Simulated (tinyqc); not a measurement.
Worked calculation: Froehlich polaron in a polar crystal. Computed by tinyqc, a small Python program that keeps every step. Command: `OMP_NUM_THREADS=1 python tinyqc.py 3029259 3029260 out.jsonl frohlich walk`. One thread of a shared host (Intel(R) Xeon(R) Processor @ 2.30GHz), about 0.06 s of CPU time with the checks. Intermediate numbers are printed to about 6 digits and carried at full precision; extremes and crossings named in words are read from the listed rows.

One electron in a parabolic band of mass m*, coupled to dispersionless LO phonons in the continuum model. Energies are in units of hbar omega unless marked, wave numbers in k_0 = sqrt(2 m* omega/hbar).

Inputs (values chosen for the exercise, modelled on zinc sulfide):
```
quantity,value,unit
band mass m*,0.26,m_0
LO phonon energy hbar omega,42.7,meV
eps_inf,5.12,-
static dielectric constant eps_s,8.36,-
temperature T,77,K
electron wave number k/k_0,0.39,-
trial v,3.7,-
trial w,2.4,-
```

Constants: hbar^2/(2 m_0) = 3.80998212 eV angstrom^2; e^2/(4 pi eps_0) = 14.39964548 eV angstrom; k_B = 8.617333262e-05 eV/K; hbar = 6.582119569e-16 eV s; e = 1.602176634e-19 C; m_0 = 9.1093837015e-31 kg.

## Coupling constant and length scale

1/eps* = 1/eps_inf - 1/eps_s; k_0 = sqrt(2 m* omega/hbar) = sqrt(m* hbar omega / (hbar^2/(2 m_0))) with m* in m_0; alpha = (e^2/(4 pi eps_0)) k_0/(2 eps* hbar omega); polaron length 1/k_0.

eps* = 13.2109

k_0 = 0.0539808 1/angstrom

coupling constant alpha = 0.688972

polaron length 1/k_0 = 18.5251 angstrom

Weak coupling: perturbation theory should serve.

## Second-order perturbation theory

At T = 0 and k < k_0: E(k) = (k/k_0)^2 - alpha arcsin(k/k_0)/(k/k_0); so E(0) = -alpha, 1/m_p = (1 - alpha/6)/m*, and the mean number of phonons in the cloud at k = 0 is alpha/2. The Lee-Low-Pines variational state gives the same E(0) and m_p = m* (1 + alpha/6).

energy shift at k = 0 = -29.4191 meV

E(k) = -0.555654 hbar omega

m*/m_p, second order = 0.885171

m_p/m*, Lee-Low-Pines = 1.11483

phonons in the cloud = 0.344486

## Strong-coupling trial states

Landau-Pekar: the lattice follows the mean electron density. A Gaussian state exp(-b^2 r^2/2) gives E(b) = (3/2) b^2 - alpha b sqrt(2/pi) (b in k_0), minimised at b = alpha sqrt(2/pi)/3 to E = -alpha^2/(3 pi); a state exp(-b r) gives E(b) = b^2 - (5/8) alpha b, minimised at b = 5 alpha/16 to E = -25 alpha^2/256.

best b, Gaussian = 0.183240 k_0

E, Gaussian = -0.0503654 hbar omega

best b, exponential = 0.215304 k_0

E, exponential = -0.0463558 hbar omega

The Gaussian bound lies below -alpha only for alpha > 3 pi = 9.42; here it lies above, so the self-trapped state is the poorer bound.

## Feynman's energy at a trial point

Feynman's bound: E(v, w) = 3 (v - w)^2/(4 v) - (alpha v/sqrt(pi)) int_0^infinity e^-u D(u)^(-1/2) du, D = w^2 u + ((v^2 - w^2)/v)(1 - e^(-v u)); integrals by 80 Gauss-Legendre points in s from 0 to 1 with u = 40 s^2.

first term = 0.342568 hbar omega

E(v, w) = -0.449585 hbar omega

## Feynman's variational polaron

Minimise over v > w > 0 (simplex search); mass m_p/m* = 1 + (alpha v^3/(3 sqrt(pi))) int u^2 e^-u D^(-3/2) du.

best v = 3.07

best w = 2.91

E, Feynman = -0.695051 hbar omega

polaron energy, Feynman = -29.6787 meV

m_p/m*, Feynman = 1.128

The bound lies 0.9 % below -alpha, and the mass is 1.01 times the Lee-Low-Pines value.

## Mobility at low temperature

Scattering by absorption of an LO phonon: 1/tau = 2 alpha omega n, n = 1/(exp(hbar omega/(k_B T)) - 1); mu = e tau/m*, the weak-coupling result for k_B T well below hbar omega.

phonon occupation n = 0.00160661

lifetime tau = 6962.98 fs

mobility = 47102.4 cm^2/(V s)

Caution: LO phonons are so rare at this T that impurities and acoustic phonons, left out here, limit the real mobility.

## All approximations against the coupling

Other columns: second order -alpha; Landau-Pekar Gaussian -alpha^2/(3 pi); Lee-Low-Pines mass 1 + alpha/6. The polaron energy in meV uses the given hbar omega.

Energies (hbar omega) and masses (m*):
```
alpha,second order,Gaussian,Feynman,Feynman (meV),"mass, LLP","mass, Feynman",v,w
0.17,-0.17,-0.00306639,-0.170360,-7.27437,1.02833,1.029,3.02,2.98
0.34,-0.34,-0.0122655,-0.341453,-14.5800,1.05667,1.06,3.03,2.96
0.69,-0.69,-0.0505158,-0.696097,-29.7234,1.115,1.128,3.07,2.91
1.1,-1.1,-0.128385,-1.11586,-47.6471,1.18333,1.219,3.12,2.86
3.4,-3.4,-1.22655,-3.57648,-152.716,1.56667,2.12,3.51,2.49
6.4,-6.4,-4.34599,-7.25286,-309.697,2.06667,9.047,5.05,1.76
9.4,-9.4,-9.37529,-12.2619,-523.582,2.56667,80,10.9,1.25
12,-12,-15.2789,-18.1434,-774.723,3,281.6,18.6,1.13
```

All three energies are upper bounds (-alpha through the Lee-Low-Pines state), and the Feynman value is the lowest in every row. It lies within 5 % of -alpha up to alpha = 1.1; at alpha = 12 it is 1.19 times the Gaussian value, whose alpha^2 law it approaches with a constant shift of about -3 ln 2 - 3/4 = -2.83 (here -2.86). The mass stays within 10 % of 1 + alpha/6 up to alpha = 1.1 and reaches 282 m* in the last row; w falls from 2.98 towards 1 while v grows to 18.6.

Checks made by the program: second-order shift against the integral -(2 alpha/pi) int dq/(1 + q^2) (relative difference below 1e-10); v = w reduces the bound to -alpha (relative difference 1e-10).
